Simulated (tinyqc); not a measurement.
Error of the time step: velocity overshoot from momentum and energy balance equations after a field step. Computed by tinyqc, a small Python program. Command: `OMP_NUM_THREADS=1 python tinyqc.py 3026702 3026703 out.jsonl overshoot walk`. One thread of a shared host (Intel(R) Xeon(R) Processor @ 2.30GHz), about 0.01 s of CPU time with the checks.

At t = 0 the field jumps from 0 to F in a uniform sample. v is the drift velocity and u = w - (3/2) k_B T the excess energy per carrier.

Inputs (values chosen for the exercise, modelled on electrons in germanium except for tau_E):

| quantity | value | unit |
|---|---|---|
| effective mass m | 0.12 | m_0 |
| low-field mobility mu_0 | 3900 | cm^2/(V s) |
| saturation velocity v_s | 0.63 | 1e7 cm/s |
| energy relaxation time tau_E | 0.46 | ps |
| field after the step F | 2.4 | kV/cm |
| lattice temperature T | 300 | K |
| time step dt | 20 | fs |

Scheme: explicit Euler.

Constants: m_0 = 9.1093837015e-31 kg; e = 1.602176634e-19 C; k_B = 8.617333262e-05 eV/K.

Method:
- dv/dt = e F/m - v/tau_m(u), du/dt = e F v - u/tau_E, tau_m(u) = tau_0/(1 + c u), tau_0 = m mu_0/e, c = mu_0/(e tau_E v_s^2); this choice gives the steady state v (1 + mu_0 F v/v_s^2) = mu_0 F, which saturates at v_s. Steady velocity v = 2 mu_0 F/(1 + sqrt(1 + 4 (mu_0 F/v_s)^2)); u = e F v tau_E; carrier temperature T + 2u/(3 k_B), neglecting the drift energy m v^2/2.
- Step: v_new = v + dt (e F/m - v/tau_m(u)), u_new = u + dt (e F v - u/tau_E). Start v = u = 0; the distance adds dt (v + v_new)/2.
- The peak velocity is recomputed with dt/2 and dt/4 and by an adaptive Runge-Kutta method (tolerance 1e-9).

tau_0 = 266.087 fs

acceleration e F/m = 0.00351764 1e7 cm/s per fs

c = 213.612 1/eV

steady velocity = 0.452700 1e7 cm/s

Peak velocity:

| step | v_peak (1e7 cm/s) | error (%) |
|---|---|---|
| dt | 0.59475 | 2.2212 |
| dt/2 | 0.58800 | 1.0617 |
| dt/4 | 0.58485 | 0.5199 |
| adaptive | 0.58182 | 0.0000 |

The explicit scheme puts the peak 2.22 % too high; halving dt divides the error by 2.09, as a first-order method should.

Extremes, crossings and ranges named in words are read from the listed rows.
